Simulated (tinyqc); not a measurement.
From results back to parameters: Gamma, L and X subbands of a thin body with non-parabolic valleys. Four cases, with inputs chosen for the exercise.

Problem. Hard walls; each subband edge rises by e with e (1 + a e) = c (pi/t)^2/m_z, c = hbar^2/2m0. The thickness at which the Gamma and L edges cross was computed from a hidden bulk separation EL.

Constants: hbar^2/2m0 = 3.80998211 eV angstrom^2.

Find: rise of Gamma; rise of L; EL.

Method. At the crossing the rise of Gamma equals EL plus the rise of L.

Case 1.

Values chosen (near those of a thin GaSb channel; not measured data):
- mG = 0.039 m0 (Gamma mass)
- aG = 1.15 1/eV (Gamma non-parabolicity)
- mzL = 0.1446 m0 (confinement mass of the lowest L group)
- aS = 0.4 1/eV (non-parabolicity of L and X)

crossing thickness = 88.891 angstrom

Solution.

rise of Gamma = 0.108 eV
rise of L = 0.032 eV
EL = 0.076 eV

Case 2.

Values chosen (near those of a thin InP channel; not measured data):
- mG = 0.0799 m0 (Gamma mass)
- aG = 0.59 1/eV (Gamma non-parabolicity)
- mzL = 0.2712 m0 (confinement mass of the lowest L group)
- aS = 0.41 1/eV (non-parabolicity of L and X)

crossing thickness = 17.693 angstrom

Solution.

rise of Gamma = 0.960 eV
rise of L = 0.383 eV
EL = 0.577 eV

Case 3.

Values chosen (near those of a thin GaSb channel; not measured data):
- mG = 0.0393 m0 (Gamma mass)
- aG = 1.14 1/eV (Gamma non-parabolicity)
- mzL = 1.268 m0 (confinement mass of the lowest L group)
- aS = 0.37 1/eV (non-parabolicity of L and X)

crossing thickness = 130.829 angstrom

Solution.

rise of Gamma = 0.053 eV
rise of L = 0.002 eV
EL = 0.051 eV

Case 4.

Values chosen (near those of a thin GaAs channel; not measured data):
- mG = 0.0676 m0 (Gamma mass)
- aG = 0.58 1/eV (Gamma non-parabolicity)
- mzL = 0.2028 m0 (confinement mass of the lowest L group)
- aS = 0.36 1/eV (non-parabolicity of L and X)

crossing thickness = 29.805 angstrom

Solution.

rise of Gamma = 0.488 eV
rise of L = 0.195 eV
EL = 0.293 eV

Computed by tinyqc, one run a case: `OMP_NUM_THREADS=1 python tinyqc.py N N+1 out.jsonl` with N = 1252272, 1252276, 1252301, 1252324; one thread of a shared Intel(R) Xeon(R) Processor @ 2.30GHz, about 0.07 s a run at most.
